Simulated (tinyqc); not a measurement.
CIS and TDHF on RHF in the sto-3g basis, for H6, spin multiplicity 1, step by step. One step of it, computed by the program tinyqc.

Question. CIS matrix, triplets. A(ia,jb) = (e_a - e_i) d_ij d_ab - (ij|ab).

orbital energies (hartree): MO1 -0.685019, MO2 -0.569738, MO3 -0.407188, MO4 0.350403, MO5 0.703600, MO6 1.128513

Two-electron integrals over orbitals (pq|rs), unique and non-zero (hartree):
```
(11|11) 0.428420    (21|21) 0.129796    (22|11) 0.340996    (22|22) 0.392770
(31|11) 0.082478    (31|22) -0.046974   (31|31) 0.121357    (32|21) -0.119410
(32|32) 0.140309    (33|11) 0.390263    (33|22) 0.354929    (33|31) 0.038168
(33|33) 0.391200    (41|21) -0.041515   (41|32) -0.006630   (41|41) 0.080921
(42|11) -0.065098   (42|22) -0.001184   (42|31) -0.054299   (42|33) -0.013149
(42|42) 0.076117    (43|21) -0.069290   (43|32) 0.069345    (43|41) 0.013834
(43|43) 0.083305    (44|11) 0.391093    (44|22) 0.356005    (44|31) 0.035155
(44|33) 0.380610    (44|42) -0.023906   (44|44) 0.396223    (51|11) 0.007599
(51|22) 0.030728    (51|31) -0.026859   (51|33) -0.012012   (51|42) -0.035527
(51|44) -0.000935   (51|51) 0.049894    (52|21) 0.029075    (52|32) 0.002715
(52|41) -0.055195   (52|43) 0.036499    (52|52) 0.086585    (53|11) -0.072775
(53|22) -0.006374   (53|31) -0.058832   (53|33) -0.027939   (53|42) 0.071405
(53|44) -0.023207   (53|51) -0.028702   (53|53) 0.077337    (54|21) -0.121073
(54|32) 0.133538    (54|41) 0.004060    (54|43) 0.070786    (54|52) -0.000977
(54|54) 0.144170    (55|11) 0.358728    (55|22) 0.397805    (55|31) -0.034723
(55|33) 0.368802    (55|42) -0.007771   (55|44) 0.377932    (55|51) 0.030451
(55|53) -0.011357   (55|55) 0.424184    (61|21) 0.001668    (61|32) 0.017488
(61|41) -0.029413   (61|43) -0.046444   (61|52) -0.030394   (61|54) 0.014330
(61|61) 0.066413    (62|11) -0.012596   (62|22) -0.034855   (62|31) 0.024310
(62|33) 0.000936    (62|42) 0.031272    (62|44) 0.002707    (62|51) -0.044898
(62|53) 0.033137    (62|55) -0.034213   (62|62) 0.047175    (63|21) 0.044553
(63|32) -0.002306   (63|41) -0.076276   (63|43) -0.016656   (63|52) 0.054756
(63|54) -0.002352   (63|61) 0.028904    (63|63) 0.082015    (64|11) -0.084734
(64|22) 0.038600    (64|31) -0.115522   (64|33) -0.040298   (64|42) 0.056166
(64|44) -0.040281   (64|51) 0.023493    (64|53) 0.059441    (64|55) 0.037675
(64|62) -0.023455   (64|64) 0.124866    (65|21) -0.132174   (65|32) 0.123532
(65|41) 0.042653    (65|43) 0.073336    (65|52) -0.030422   (65|54) 0.130171
(65|61) -0.002738   (65|63) -0.049676   (65|65) 0.149233    (66|11) 0.458891
(66|22) 0.365084    (66|31) 0.090285    (66|33) 0.421126    (66|42) -0.072716
(66|44) 0.428255    (66|51) 0.008739    (66|53) -0.083117   (66|55) 0.394743
(66|62) -0.015009   (66|64) -0.099606   (66|66) 0.520329
```

Give: CIS matrix A, triplet.

Answer.

CIS matrix A, triplet (hartree), lower triangle:
```
         1>4     1>5      1>6      2>4      2>5      2>6     3>4     3>5
1>4   0.6443
1>5   0.0000  1.0299
1>6   0.0847  0.0000   1.3546
2>4   0.0000  0.1211   0.0000   0.5641
2>5   0.1211  0.0000   0.1322   0.0000   0.8755
2>6   0.0000  0.1322   0.0000  -0.0386   0.0000   1.3332
3>4  -0.0352  0.0000   0.1155   0.0000  -0.1335   0.0000  0.3770
3>5   0.0000  0.0347   0.0000  -0.1335   0.0000  -0.1235  0.0000  0.7420
3>6   0.1155  0.0000  -0.0903   0.0000  -0.1235   0.0000  0.0403  0.0000

        3>6
3>6  1.1146
```
